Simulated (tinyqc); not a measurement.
Inside a calculation. Model: thin film between two gates, subbands and threshold shift from confinement.

Numbers from tinyqc (`OMP_NUM_THREADS=1 python tinyqc.py 2350009 2350010 out.jsonl`; about 0.06 s on one thread of a shared Intel Xeon 2.30GHz). Printed values are rounded.

Undoped body with a flat potential across it, hard walls, transport along x. Three valley pairs (g = 2 each) with the longitudinal mass along x, y or z. Non-parabolicity enters the subband edges through E (1 + al E) = gamma, so E = 2 gamma/(1 + sqrt(1 + 4 al gamma)); motion within a subband is taken as parabolic with the band-edge mass. Energies are counted from the bulk band edge.

Values chosen for this exercise; masses close to those of silicon:

| symbol | value | unit | meaning |
|---|---|---|---|
| T | 200 | K | temperature |
| ml | 0.912 | m0 | longitudinal mass |
| mt | 0.189 | m0 | transverse mass |
| al | 0.5 | 1/eV | non-parabolicity |
| t | 4.9 | nm | film thickness (along z) |
| dl | 0 | nm | widening of the box by penetration into the insulator |

Constants: q = 1.602176634e-19 C, kB = 1.380649e-23 J/K, hbar = 1.054571817e-34 J s, m0 = 9.1093837015e-31 kg, Vt = kB T/q, hbar^2/(2 m0) = 0.0380998212 eV nm^2. Results are converted to the units shown.

## Lowest subbands

gamma = C (pi k/(t + dl))^2/mz, C = hbar^2/(2 m0). List the 6 lowest, labelled by valley axis and quantum numbers, with degeneracy g and N_k: N_k = g sqrt(mx my) m0 kB T/(pi hbar^2).

```
subband   E_k (eV)  g  N_k (cm^-2)
z1       0.0170276  2   2.72140e12
z2       0.0664805  2   2.72140e12
x1       0.0796893  2   5.97803e12
y1       0.0796893  2   5.97803e12
z3        0.144162  2   2.72140e12
z4        0.244798  2   2.72140e12
```

## Threshold shift

Each subband has N_k = g sqrt(mx my) m0 kB T/(pi hbar^2); without degeneracy n = exp(EF/Vt) sum N_k exp(-E_k/Vt). Classical value Nc times t, Nc = sum over valleys of 2 g (m m0 kB T/(2 pi hbar^2))^1.5 with m = (mx my mz)^(1/3). Threshold shift dVT = Vt ln(classical value/sum N_k exp(-E_k/Vt)). Use the subbands listed.

shares, subband z1 to z4 (%): 85.2382  4.8359  4.9362  4.9362  0.0533  0.0002
sum N_k exp(-E_k/Vt) = 1.18872e12 cm^-2
Nc = 1.47926e19 cm^-3
classical value = 7.24839e12 cm^-2
dVT = 31.1586 mV

With all subbands dVT = 31.16 mV. The lowest edge lies at 17.0 meV; dVT is larger than that, since sum N_k exp(-(E_k - E_1)/Vt) falls short of the classical value.
